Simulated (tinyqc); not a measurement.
Thin film between two gates, subbands and threshold shift from confinement: two steps of the calculation.

Undoped body with a flat potential across it, hard walls, transport along x. One isotropic valley (g = 1, mx = my = mz = me). Non-parabolicity enters the subband edges through E (1 + al E) = gamma, so E = 2 gamma/(1 + sqrt(1 + 4 al gamma)); motion within a subband is taken as parabolic with the band-edge mass. Energies are counted from the bulk band edge.

Inputs (values chosen for the exercise); masses close to those of In0.53Ga0.47As:
- T = 300 K (temperature)
- me = 0.0418 m0 (mass at the band edge)
- al = 1.1 1/eV (non-parabolicity)
- t = 8 nm (film thickness (along z))
- dl = 0 nm (widening of the box by penetration into the insulator)

Constants: q = 1.602176634e-19 C, kB = 1.380649e-23 J/K, hbar = 1.054571817e-34 J s, m0 = 9.1093837015e-31 kg, Vt = kB T/q, hbar^2/(2 m0) = 0.0380998212 eV nm^2. Results are converted to the units shown.

Question 1. Lowest subbands. gamma = C (pi k/(t + dl))^2/mz, C = hbar^2/(2 m0). List the 4 lowest, labelled by quantum numbers, with degeneracy g and N_k: N_k = g sqrt(mx my) m0 kB T/(pi hbar^2).

Give: E_k; g; N_k.

Answer 1.

```
subband  E_k (eV)  g  N_k (cm^-2)
1          0.1237  1     4.514e11
2          0.3927  1     4.514e11
3          0.7102  1     4.514e11
4           1.046  1     4.514e11
```

Question 2. Threshold shift. Each subband has N_k = g sqrt(mx my) m0 kB T/(pi hbar^2); without degeneracy n = exp(EF/Vt) sum N_k exp(-E_k/Vt). Classical value Nc times t, Nc = sum over valleys of 2 g (m m0 kB T/(2 pi hbar^2))^1.5 with m = (mx my mz)^(1/3). Threshold shift dVT = Vt ln(classical value/sum N_k exp(-E_k/Vt)). Use the subbands listed.

```
subband    E_k (eV)   N_k (cm^-2)
1        0.12372331  4.5140630e11
2        0.39265248  4.5140630e11
3        0.71021217  4.5140630e11
4         1.0458354  4.5140630e11
```

Give: shares; sum N_k exp(-E_k/Vt); Nc; classical value; dVT.

Answer 2.

shares, subband 1 to 4 (%): 100.0  0.0  0.0  0.0
sum N_k exp(-E_k/Vt) = 3.768e9 cm^-2
Nc = 2.145e17 cm^-3
classical value = 1.716e11 cm^-2
dVT = 98.71 mV

Range of the model: Non-parabolicity also makes carriers heavier within each subband, which is left out, so densities of states are understated at high energy.

Numbers from tinyqc (`OMP_NUM_THREADS=1 python tinyqc.py 2350159 2350160 out.jsonl`; about 0.03 s on one thread of a shared Intel Xeon 2.30GHz).
